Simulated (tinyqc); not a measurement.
Quaternary alloy A(x)B(1-x)C(y)D(1-y) matched to a substrate: sweeps and comparisons. A value that a table varies takes the place of the one given here.

Q(x,y) = x y Q_AC + x (1 - y) Q_AD + (1 - x) y Q_BC + (1 - x)(1 - y) Q_BD for the lattice constant. Gap, rule 1: Q(x,y) - x (1 - x)[y C_ABC + (1 - y) C_ABD] - y (1 - y)[x C_ACD + (1 - x) C_BCD]. Rule 2 (mean of ternaries): {x (1 - x)[y T_ABC(x) + (1 - y) T_ABD(x)] + y (1 - y)[x T_ACD(y) + (1 - x) T_BCD(y)]}/{x (1 - x) + y (1 - y)}, T_ABC(x) = x E_AC + (1 - x) E_BC - C_ABC x (1 - x), T_ACD(y) = y E_AC + (1 - y) E_AD - C_ACD y (1 - y), and alike. Only the Gamma valley is followed.

Matching a(x,y) = a_s gives x = (a_s - y a_BC - (1 - y) a_BD)/(y (a_AC - a_BC) + (1 - y)(a_AD - a_BD)).
Constants: hc = 1239.841984 eV nm.

Parameters, chosen for this exercise (AC, AD, BC, BD near GaAs, GaSb, InAs and InSb; substrate near GaSb; not measured data):

| symbol | value | unit | meaning |
|---|---|---|---|
| a | (5.654, 6.097, 6.064, 6.475) | angstrom | lattice constants of AC, AD, BC, BD |
| Eg | (1.531, 0.823, 0.42, 0.236) | eV | gaps at Gamma of AC, AD, BC, BD |
| Cb | (0.468, 0.416, 1.504, 0.655) | eV | bowing of ABC, ABD, ACD, BCD |
| a_s | 6.097 | angstrom | substrate |
| y | 0.68 |  | fraction of C |

## Along the matched line

x follows from y.

Results:

| y | x | bilinear (eV) | rule 1 (eV) | rule 2 (eV) | wavelength 1 (nm) | wavelength 2 (nm) |
|---|---|---|---|---|---|---|
| 0.01 | 0.9883 | 0.8231 | 0.8035 | 0.8137 | 1543 | 1524 |
| 0.12 | 0.8608 | 0.8175 | 0.6205 | 0.7220 | 1998 | 1717 |
| 0.23 | 0.7356 | 0.7988 | 0.4889 | 0.6472 | 2536 | 1916 |
| 0.34 | 0.6127 | 0.7674 | 0.4007 | 0.5863 | 3094 | 2115 |
| 0.46 | 0.4811 | 0.7190 | 0.3450 | 0.5322 | 3593 | 2330 |
| 0.57 | 0.3627 | 0.6621 | 0.3231 | 0.4907 | 3837 | 2527 |
| 0.68 | 0.2464 | 0.5936 | 0.3217 | 0.4535 | 3854 | 2734 |
| 0.79 | 0.1322 | 0.5137 | 0.3340 | 0.4170 | 3713 | 2973 |
| 0.90 | 0.0199 | 0.4227 | 0.3532 | 0.3714 | 3511 | 3339 |

What does this show, and why?

The matched alloys span 0.322 to 0.804 eV by rule 1, with the lowest value inside the range, at y = 0.68. Along the line dx/dy is -1.159 between the first two rows and -1.021 between the last two. In energy the two rules differ most at y = 0.46, by 187 meV (1264 nm there), which measures how far the ternary data leave the interior open. Miscibility gaps are not considered.

## What each parameter does

x is matched anew each time. Each row changes one parameter from the base and keeps the others.

Results:

| case | x | rule 1 (eV) | rule 2 (eV) |
|---|---|---|---|
| base | 0.2464 | 0.3217 | 0.4535 |
| y = 0.67 | 0.2569 | 0.3212 | 0.4568 |
| a_s = 6.101 angstrom | 0.2364 | 0.3165 | 0.4454 |
| Cb = (0.562, 0.499, 1.805, 0.786) eV | 0.2464 | 0.2673 | 0.4255 |
| Eg = (1.581, 0.823, 0.42, 0.236) eV | 0.2464 | 0.3301 | 0.4619 |
| a = (5.664, 6.097, 6.064, 6.475) angstrom | 0.2507 | 0.3240 | 0.4570 |

How do the results move?

The largest shifts from the base row, up to three for each result and ties (the steps differ in size, so this ranks the rows, not the parameters). x: y +0.0105, a_s -0.0100, a +0.0043; unchanged at the printed digits by Cb and Eg. rule 1 (eV): Cb -0.0544, Eg +0.0084, a_s -0.0053. rule 2 (eV): Cb -0.0280, Eg +0.0084, a_s -0.0081.

(tinyqc, `OMP_NUM_THREADS=1 python tinyqc.py 1050434 1050435 out.jsonl`, Intel(R) Xeon(R) Processor @ 2.30GHz, 1 thread, shared host, about 0.01 s.)
